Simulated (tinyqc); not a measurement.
Global model of a low-pressure process discharge: electron temperature, density, ion flux and ion energy: one step, computed by the program tinyqc. Command: `OMP_NUM_THREADS=1 python tinyqc.py 3110719 3110720 out.jsonl plasma walk`. One thread of a shared host (Intel(R) Xeon(R) Processor @ 2.30GHz), about 0.01 s of CPU time with the checks.

Maxwellian electrons with temperature T_e in eV, one positive ion, no negative ions, uniform bulk density n; rate constants have the Arrhenius form.

Problem. Geometry factors. n_g = p/(k_B T_g); lambda_i = 1/(n_g sigma); h_L = 0.86/sqrt(3 + L/(2 lambda_i)), h_R = 0.8/sqrt(4 + R/lambda_i); A_eff = 2 pi R^2 h_L + 2 pi R L h_R; d_eff = pi R^2 L/A_eff.

Inputs (values chosen for the exercise, of the order of those of an inductive discharge in a simple atomic gas):
```
quantity                     value  unit
ion-neutral cross section  1.1e-18   m^2
pressure p                    0.44    Pa
gas temperature T_g            600     K
radius R                        19    cm
height L                        17    cm
```

Constants: k_B = 1.380649e-23 J/K.

Give: gas density n_g; ion mean free path; h_L; h_R; A_eff; d_eff.

Solution.

gas density n_g = 5.312e+19 1/m^3

ion mean free path = 1.712 cm

h_L = 0.3047

h_R = 0.2059

A_eff = 1109 cm^2

d_eff = 17.39 cm
